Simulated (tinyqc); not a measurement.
Worked calculation: band-to-band tunnelling across a p-n junction in a two-band chain. Values are carried at full precision from step to step, so a last printed digit may differ when a step is redone from the rounded ones.

Sites alternate A at -Eg/2 and C at +Eg/2 with hopping -t; near the edges, with k counted from the zone boundary pi/a, E^2 = (Eg/2)^2 + (t a k)^2, so t = sqrt(c Eg/m)/a gives the mass m, c = hbar^2/2m0. In the gap cosh(q a) = 1 + (Eg^2/4 - e^2)/(2 t^2), e the energy from the local mid-gap. The potential is V0 = Eg + ov on the p side (left), 0 on the n side, and falls linearly over the 2N sites of the junction, V_j = V0 (1 - j/(2N + 1)), j = 1 to 2N, site 1 being A. E = Eg/2 + x ov. A half chain that ends on a site of level e1 with neighbour e2 has g = (1 + z)/(E - e1), z = exp(-/+ i k a) the root with Im g < 0, cos(k a) = (E - e1)(E - e2)/(2 t^2) - 1. S_L = t^2 g (ending on C, shifted by V0), S_R = t^2 g (starting on A). T = 4 Im(S_L) Im(S_R) |G_(1,2N)|^2.

Constants: hbar^2/2m0 = 3.80998211 eV angstrom^2.

Inputs chosen for the exercise (gap and mass near those of GaSb; the results hold for these values, not for the real material):
- Eg = 0.747 eV (gap)
- m = 0.0413 m0 (mass of electron and light hole)
- a = 6 angstrom (period (two sites))
- ov = 0.38 eV (overlap: top of the valence band on the p side above the conduction edge on the n side)
- N = 4 (periods in the small junction)
- x = 0.63 (energy above the n-side conduction edge, as a share of ov)

## Hopping, field and tunnelling length

Form t, V0, E, the field F = V0/((2N + 1) a/2) (1 V/angstrom = 100 MV/cm) and the length Eg/F over which E lies in the gap.

t = 1.3836 eV
V0 = 1.1270 eV
E = 0.6129 eV
F = 4.174 MV/cm
tunnelling length = 17.90 angstrom

So short a junction keeps the matrix small; its field is above the 1 to 3 MV/cm of tunnel diodes.

## Self-energies of the two sides

Form cos(k a) and S for each side.

cos(k a): left -0.967403, right -0.938318

S_L, S_R (eV): [-0.07030-0.54615i, 0.11970-0.67101i]

## Recursive Green function

g_1 = 1/(E - e_1 - S_L); g_j = 1/(E - e_j - t^2 g_(j-1)), with S_R also subtracted at the last site; G_1j = G_1(j-1) (-t) g_j, G_11 = g_1; e_j is the site level plus V_j. The self-energies stand in the order S_L, S_R.

Sweep:
```
j  e_j (eV)       g_j (1/eV)      G_1j (1/eV)
1    0.6283   0.1823-1.8127i   0.1823-1.8127i
2    1.2501  -0.0758-0.2667i   0.6879-0.1228i
3    0.3778   0.9385-1.2602i  -0.6790+1.3588i
4    0.9996  -0.2062-0.2279i  -0.6222+0.1736i
5    0.1274   0.9120-0.4519i   0.6765-0.6081i
6    0.7492  -0.4387-0.2016i   0.5802-0.1803i
7   -0.1231   0.5987-0.1467i  -0.4441+0.2671i
8    0.4987  -0.5159-0.4264i  -0.4746-0.0713i
```

T = 0.3376

## WKB for the same field

T = exp(-2 I/F), I = integral of q de across the gap. Continuum: q = sqrt(Eg^2/4 - e^2)/(t a), I = pi Eg^2/(8 t a). Lattice: q from the cosh formula, 12 Gauss-Legendre points in u with e = (Eg/2) sin(u), u from -pi/2 to pi/2. F in V/angstrom is the value in MV/cm over 100.

I (eV/angstrom): continuum 0.026397, lattice 0.026337

T by WKB: continuum 0.2823, lattice 0.2831

The chain gives 0.3376, 1.192 times the lattice WKB value; the exponent is only 1.26, and reflections at the two kinks of the potential count.

## Checks

- G_(1,2N) from the sweep against inversion of the whole matrix (size): both 0.47990.

(tinyqc, `OMP_NUM_THREADS=1 python tinyqc.py 1480389 1480390 out.jsonl`, Intel(R) Xeon(R) Processor @ 2.30GHz, 1 thread, shared host, about 0.01 s.)
